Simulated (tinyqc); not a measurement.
Power transistor in saturation, electro-thermal loop: one step of the calculation.

One temperature T for the device, T = T0 + Rth P(T), with P(T) = V I0 (T/300 K)^(-al) [1 + kv (T - 300 K)/Vov]^2. The loop gain is Rth dP/dT; a solution is thermally stable when it is below one.

Question. Loop gain and effective thermal resistance. P(T) = V I0 (T/300 K)^(-al) [1 + kv (T - 300 K)/Vov]^2; P'(T) = P [-al/T + 2 kv/(Vov + kv (T - 300 K))]; G = Rth P'. A small change of T0 changes T by 1/(1 - G) times as much.

Inputs (values chosen for the exercise): drain voltage V = 28 V; saturation current at 300 K I0 = 0.42 A; exponent of the mobility al = 1.4; overdrive at 300 K Vov = 0.6 V; fall of the threshold with temperature kv = 3.7 mV/K; thermal resistance Rth = 3.2 K/W.

converged T = 435.15700 K

Give: P; G; dT/dT0.

Answer.

P = 23.49 W
G = 0.2638
dT/dT0 = 1.358

The feedback is positive: heating raises the power.

Computed by the program tinyqc: `OMP_NUM_THREADS=1 python tinyqc.py 2520032 2520033 out.jsonl`, one thread of a shared Intel Xeon 2.30GHz, about 0.01 s for the whole run.
